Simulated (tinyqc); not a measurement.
Inside a calculation: band offset from the macroscopic average of a supercell potential. Values are carried at full precision from step to step, so a last printed digit may differ when a step is redone from the rounded ones.

A model of the planar-averaged electrostatic energy of an electron in a periodic cell of N1 periods of A (L1 = N1 n1 h) and N2 periods of B (L2 = N2 n2 h), on z_j = j h: V(z) = f VA + (1 - f) VB + F t(z), VA = V1[0] + V1[1] cos(2 pi z/(n1 h)) + V1[2] cos(4 pi z/(n1 h)), VB the same with V2, n2 and z - L1. f = [tanh(z/w) - tanh((z - L1)/w) + tanh((z - L1 - L2)/w)]/2 + 1/2; t(z) = z - L1/2 in A and (L1/L2)(L1 + L2/2 - z) beyond, so that the cell is periodic.

Constants: e^2/(4 pi eps0) = 14.39964547 eV angstrom.

Parameters, chosen for this exercise (gaps near those of GaAs and AlAs; the results hold for these values, not for the real material):
```
symbol  value                unit         meaning
h       0.3                  angstrom     grid step
n1      5                                 grid points per period of A
n2      5                                 grid points per period of B
N1      4                                 periods of A
N2      4                                 periods of B
V1      (-6.49, 2.94, 0.44)  eV           mean and two harmonics of the potential in A
V2      (-10, 3.86, -0.79)   eV           the same in B
w       0.34                 angstrom     width of the interfaces
F       0                    eV/angstrom  slope in A from opposite charges on the two interfaces
Ev1     5.17                 eV           valence top of bulk A above its mean potential
Eg1     (0.48, 1.48)         eV           gap of A: semi-local value, corrected value
fv1     0.33                              share of the correction that lowers the valence top of A
Ev2     8.26                 eV           valence top of bulk B above its mean potential
Eg2     (1.43, 2.23)         eV           gap of B: semi-local value, corrected value
fv2     0.44                              the same share for B
eps     13.6                              dielectric constant at the interface
```

## The planar average

Evaluate V on the grid, j = 0, 1, ...

V(z_j) (eV): [-5.020, -6.264, -8.865, -8.756, -5.939, -3.111, -5.938, -8.733, -8.733, -5.937, -3.110, -5.937, -8.733, -8.733, -5.938, -3.111, -5.939, -8.756, -8.865, -6.264, -5.020, -7.842, -13.235, -13.344, -8.166, -6.929, -8.168, -13.367, -13.367, -8.168, -6.930, -8.168, -13.367, -13.367, -8.168, -6.929, -8.166, -13.344, -13.235, -7.842]

## Running means

Running mean over n points, periodic: for odd n the plain mean of the n points centred on j; for even n the n + 1 points with half weight at both ends. The macroscopic average applies the mean over n1 points and then over n2 points.

Apply the first mean, then the second.

after the mean over n1 points (eV): [-8.245, -7.349, -6.969, -6.587, -6.522, -6.495, -6.491, -6.490, -6.490, -6.490, -6.490, -6.490, -6.490, -6.490, -6.491, -6.495, -6.522, -6.587, -6.969, -7.349, -8.245, -9.141, -9.521, -9.903, -9.968, -9.995, -9.999, -10.000, -10.000, -10.000, -10.000, -10.000, -10.000, -10.000, -9.999, -9.995, -9.968, -9.903, -9.521, -9.141]

macroscopic average (eV): [-8.245, -7.658, -7.134, -6.784, -6.613, -6.517, -6.497, -6.491, -6.490, -6.490, -6.490, -6.490, -6.490, -6.491, -6.497, -6.517, -6.613, -6.784, -7.134, -7.658, -8.245, -8.832, -9.356, -9.706, -9.877, -9.973, -9.993, -9.999, -10.000, -10.000, -10.000, -10.000, -10.000, -9.999, -9.993, -9.973, -9.877, -9.706, -9.356, -8.832]

Around the middle of B the first mean varies by 0 meV over five points and the second by 0 meV.

## The potential line-up

Read the macroscopic average in the middle of each region, j = 10 and j = 30, and its slope in A by a central difference over two points each way.

plateau in A = -6.490 eV
plateau in B = -10.000 eV
dV = B - A = -3.510 eV
slope in A = 0.000 eV/angstrom

The plateaus are flat, so the line-up is well defined.

## Band offsets

dEv = Ev(A) - Ev(B) = Ev1 - (dV + Ev2); dEc = Ec(B) - Ec(A) = Eg2 - Eg1 - dEv. The correction of a gap, c = Eg[1] - Eg[0], lowers the valence top by fv c and leaves dV, a ground-state quantity, as it is. Type I: dEv and dEc of one sign; II: opposite signs; III: no overlap of the gaps.

Give the offsets with semi-local and with corrected band edges.

dEv, dEc, semi-local (eV): [0.420, 0.530]

lowering of the valence tops of A and B (eV): [0.330, 0.352]

dEv, dEc, corrected (eV): [0.442, 0.308]

The correction moves dEv by +0.02 eV and dEc by -0.22 eV; the type stays I.

## The dipole behind the step

A step dV of the mean electron energy from A to B across an interface equals 4 pi (e^2/4 pi eps0) times a dipole per area p (in e angstrom per angstrom^2). For a change of 0.1 eV in dV, give the charge per area moved over 2 angstrom in a medium of dielectric constant eps: sigma = 0.1 eps/(4 pi (e^2/4 pi eps0) 2). 1 angstrom^-2 = 1e16 cm^-2.

|p| = 0.01940 e/angstrom
sigma = 3.76e+13 e/cm^2

With about 7e14 atoms per cm^2 in a plane (as on a silicon (100) face), 5.4 % of an electron per atom shifts the line-up by 0.1 eV.

## Checks

- Line-up in a cell of 14 + 14 periods without slope against V2[0] - V1[0] (eV): both -3.5100.

(tinyqc, `OMP_NUM_THREADS=1 python tinyqc.py 1850625 1850626 out.jsonl`, Intel(R) Xeon(R) Processor @ 2.30GHz, 1 thread, shared host, about 0.01 s.)
